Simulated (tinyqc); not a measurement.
Band bending at a free surface with a continuum of surface states, surface photovoltage and Kelvin probe: two steps of the calculation.

n-type bulk, xi = Ec - EF = Vt ln(Nc/Nd), p0 = ni^2/Nd, ni = sqrt(Nc Nv) exp(-Eg/(2 Vt)), Eg in volts. b is the upward band bending, u = b/Vt. Space charge per area, in units of q: Qc = sign(b) sqrt((2 eps0 eps_r Vt/q) [(Nd + dn)(exp(-u) - 1) + Nd u + (p0 + dn)(exp(u) - 1)]), with dn the excess density under light (flat quasi-Fermi levels; 0 in the dark). The states hold -Ds (E0 - xi - b): negative while the Fermi level lies above the neutrality level. Neutrality: Qc + Qf + (charge of the states) = 0.

Values chosen for this exercise; band and dielectric values close to those of silicon: temperature T = 300 K; band gap Eg = 1.11 eV; relative permittivity eps_r = 11.7; conduction-band density of states at T Nc = 2.85e19 cm^-3; valence-band density of states at T Nv = 2.61e19 cm^-3; electron affinity chi = 4.03 eV; donor density Nd = 5.2e15 cm^-3; fixed positive charge at the surface Qf = 2.4e11 cm^-2; density of surface states Ds = 1.5e13 cm^-2 eV^-1; depth of their neutrality level below the conduction edge E0 = 0.43 eV.

Constants: q = 1.602176634e-19 C, kB = 1.380649e-23 J/K, Vt = kB T/q, eps0 = 8.8541878128e-14 F/cm where lengths are in cm. Results are converted to the units shown.

Question 1. Bulk quantities. xi, ni, p0, the Debye length sqrt(eps0 eps_r Vt/(q Nd)) and the flat-band work function chi + xi.

Wanted: xi; ni; p0; Debye length; chi + xi.

Answer 1.

xi = 0.22256 eV
ni = 1.2947e10 cm^-3
p0 = 32233 cm^-3
Debye length = 56.697 nm
chi + xi = 4.2526 eV

Question 2. Band bending in the dark. Newton step: b(new) = b - (Qc + Qf - Ds (E0 - xi - b))/(dQc/db + Ds), dQc/db = (eps0 eps_r/q) [Nd (1 - exp(-u)) + p0 exp(u)]/Qc.

b at the start = 0.17 V

Give: b after iteration 1.

Answer 2.

b after iteration 1 = 0.1845 V

Numbers from tinyqc (`OMP_NUM_THREADS=1 python tinyqc.py 2430077 2430078 out.jsonl`; about 0.01 s on one thread of a shared Intel Xeon 2.30GHz).
